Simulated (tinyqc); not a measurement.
Free and trapped electrons in a MOS channel with a dense trap tail: two steps of the calculation.

p-type body, charge-sheet picture, full ionisation (an idealisation for deep acceptors), Boltzmann statistics for free electrons. e = Ec - EF at the surface. Acceptor-like traps of density D(E) = D0 + De exp(-E/Ew) at depth E below Ec, from 0 to Eu, hold n_t = integral of D(E)/(1 + exp((e - E)/Vt)). psi = Eg - Vt ln(Nv/Na) - e; N_dep = sqrt(2 eps0 eps_r Na (psi - Vt)/q); n_f = sqrt(N_dep^2 + 2 eps0 eps_r Vt Nc exp(-e/Vt)/q) - N_dep; Vg = Vfb + psi + q (N_dep + n_t + n_f)/Cox, Cox = eps0 eox/tox.

Parameters, values chosen for the exercise; band and dielectric values close to those of gallium nitride: temperature T = 250 K; band gap Eg = 3.36 eV; relative permittivity eps_r = 9.64; conduction-band density of states at T Nc = 1.78e18 cm^-3; valence-band density of states at T Nv = 3.49e19 cm^-3; relative permittivity of the insulator eox = 3.9; insulator thickness tox = 70 nm; acceptor density Na = 5e16 cm^-3; flat-band voltage without trapped charge Vfb = -2.42 V; constant background density of acceptor-like traps D0 = 1.4e10 cm^-2 eV^-1; density of the tail at the conduction edge De = 5.2e12 cm^-2 eV^-1; decay energy of the tail Ew = 0.06 eV; depth below Ec down to which the traps reach Eu = 0.74 eV; mobility of free electrons mf = 69 cm^2/(V s); Ec - EF at the surface e = 0.055 eV.

Constants: q = 1.602176634e-19 C, kB = 1.380649e-23 J/K, Vt = kB T/q, eps0 = 8.8541878128e-14 F/cm where lengths are in cm. Results are converted to the units shown.

Task 1. Trapped charge. Trapezoid rule on 14 equal steps from 0 to Eu, f = 1/(1 + exp((e - E)/Vt)).

Wanted: E; D(E) f; n_t.

Result 1.

```
point	E (eV)	D(E) f (cm^-2 eV^-1)
0	0	3.7658e11
1	0.052857	1.0305e12
2	0.10571	8.2826e11
3	0.15857	3.8091e11
4	0.21143	1.6721e11
5	0.26429	7.7534e10
6	0.31714	4.0330e10
7	0.37000	2.4911e10
8	0.42286	1.8521e10
9	0.47571	1.5874e10
10	0.52857	1.4776e10
11	0.58143	1.4322e10
12	0.63429	1.4133e10
13	0.68714	1.4055e10
14	0.74000	1.4023e10
```

n_t = 1.4994e11 cm^-2

Task 2. Charges and gate voltage. psi, N_dep, n_f and Vg as defined, with the n_t given; free share n_f/(n_f + n_t); apparent mobility mf n_f/(n_f + n_t); gate voltage spent on traps q n_t/Cox.

n_t = 1.4993800e11 cm^-2

Wanted: psi; N_dep; n_f; Vg; free share; apparent mobility; gate voltage spent on traps.

Result 2.

psi = 3.164 V
N_dep = 1.294e12 cm^-2
n_f = 1.223e10 cm^-2
Vg = 5.473 V
free share = 7.544 %
apparent mobility = 5.205 cm^2/(V s)
gate voltage spent on traps = 0.4870 V

Program tinyqc, `OMP_NUM_THREADS=1 python tinyqc.py 2222032 2222033 out.jsonl`; Intel Xeon 2.30GHz, shared host, one thread, about 0.03 s.
